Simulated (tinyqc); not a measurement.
# Fermi-level pinning at a metal contact (Cowley-Sze model): effects of single changes

Interface states of density Ds lie behind a thin layer of thickness dl. Neglecting the depletion charge, the barrier for electrons is phi = S (pM - chi) + (1 - S) E0 with S = 1/(1 + q Ds dl/(eps0 ei)); the barrier for holes is Eg - phi.

Values chosen for this exercise; material values close to those of silicon: band gap Eg = 1.11 eV; electron affinity chi = 4.11 eV; density of interface states Ds = 6.9e13 cm^-2 eV^-1; depth of their neutrality level below the conduction edge E0 = 0.82 eV; thickness of the interface layer dl = 0.3 nm; its relative permittivity ei = 3.6; metal work function pM = 4.5 eV.

Constants: q = 1.602176634e-19 C, eps0 = 8.8541878128e-14 F/cm where lengths are in cm. Results are converted to the units shown.

Each table varies one quantity; the others keep the values above.

## Barrier against work function

phi is listed beside the Schottky-Mott value pM - chi.

Results:
```
pM (eV)  pM - chi (eV)  phi (eV)
3.4           -0.71000  0.070173
3.7           -0.41000   0.21720
4.3            0.19000   0.51125
4.6            0.49000   0.65827
4.9            0.79000   0.80530
5.2             1.0900   0.95232
5.5             1.3900    1.0993
5.8             1.6900    1.2464
```

Estimate the missing row, pM = 4 eV.

Computed row:
```
pM (eV)  pM - chi (eV)  phi (eV)
4             -0.11000   0.36422
```

With this row back in the table: phi rises with slope S = 0.490, by 1.18 eV over 2.40 eV of work function, and equals the Schottky-Mott value at pM = chi + E0 = 4.93 eV. For pM = 5.8 phi lies outside the gap, where band states take over and the formula no longer holds.

## Unpinning by a thin insulator

Same model as above.

An inserted insulator of thickness t and permittivity 5.2 damps the metal-induced states, Ds(t) = Ds exp(-t/0.54 nm), and adds t/5.2 to dl/ei.

Unpinning by a thin insulator:
```
t (nm)  Ds(t) (cm^-2 eV^-1)        S  phi (eV)
0                 6.9000e13  0.49008   0.60926
0.3               3.9589e13  0.49745   0.60610
0.6               2.2714e13  0.55043   0.58332
0.9               1.3032e13  0.62318   0.55203
1.2               7.4774e12  0.70176   0.51824
1.5               4.2902e12  0.77602   0.48631
1.8               2.4615e12  0.83942   0.45905
2.1               1.4123e12  0.88928   0.43761
2.4               8.1031e11  0.92602   0.42181
```

What does the comparison show?

S rises from 0.490 to 0.926, and phi falls from 0.609 to 0.422 eV, towards pM - chi = 0.390 eV. The insulator also adds a tunnelling resistance, which is not counted here and sets a best thickness.

Program tinyqc, `OMP_NUM_THREADS=1 python tinyqc.py 2430065 2430066 out.jsonl`; Intel Xeon 2.30GHz, shared host, one thread, about 0.01 s.
